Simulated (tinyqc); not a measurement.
# Changing the dielectric constant eps

Model: donor or exciton in a quantum well (variational effective-mass method). Computed by tinyqc, a small Python program. Command: `OMP_NUM_THREADS=1 python tinyqc.py 3015161 3015162 out.jsonl welldonor sweep`. One thread of a shared host (Intel(R) Xeon(R) Processor @ 2.30GHz), about 0.07 s of CPU time with the checks.

H = -nabla^2 - 2/|r - r_i| + V(z) in effective units; trial function psi = f(z) exp(-|r - r_i|/lambda), f the ground state of the well. Mass and screening are the same in well and barrier; l = L/a* is the width in effective units. Bands are flat: no polarisation or applied field.

Inputs (values chosen for the exercise, modelled on CdS): electron mass m = 0.207 m_0; well width L = 2.6 nm; donor position z_i/L from the centre = 0.4.

Centre: donor. Barriers: infinite.

Constants: Ry = 13.605693123 eV; a_0 = 0.529177210903 angstrom.

Method:
- Ry* = Ry m/eps^2, a* = a_0 eps/m; l = L/a*.
- k = pi/l; f = cos(k z) inside and zero outside; subband energy k^2 Ry*.
- Binding E_b(lambda) = -1/lambda^2 + 4 A/(lambda B), with A = int f^2 exp(-2 s/lambda) dz, B = int f^2 exp(-2 s/lambda)(1 + 2 s/lambda) dz and s = |z - z_i|; 40 Gauss-Legendre points on each piece between the walls at z = -l/2 and l/2 and z_i.
- Golden-section search for the maximum over lambda from 0.3 to 4, 40 steps.

One run for each value:
```
dielectric constant eps  binding energy (meV)  binding in Ry*  radius lambda a* (nm)
4.3                                    140.35          0.9214                 1.6313
5.3                                    102.77          1.0250                 1.9125
6.4                                     77.58          1.1282                 2.1926
7.8                                     57.68          1.2461                 2.5194
9.5                                     42.84          1.3728                 2.8858
12.0                                    30.00          1.5337                 3.3839
14.0                                    23.64          1.6455                 3.7583
17.0                                    17.46          1.7917                 4.2919
```

Over the rows, binding energy (meV) falls from 140 to 17.5 (exponent d ln y / d ln x about -1.5 throughout); binding in Ry* rises from 0.921 to 1.79 (exponent d ln y / d ln x 0.51 between the first rows and 0.44 between the last); radius lambda a* (nm) rises from 1.63 to 4.29 (exponent d ln y / d ln x 0.76 between the first rows and 0.68 between the last).

Caution (all rows): so narrow a well has large confinement energy, where non-parabolicity and barrier penetration matter.

Extremes, crossings and ranges named in words are read from the listed rows.
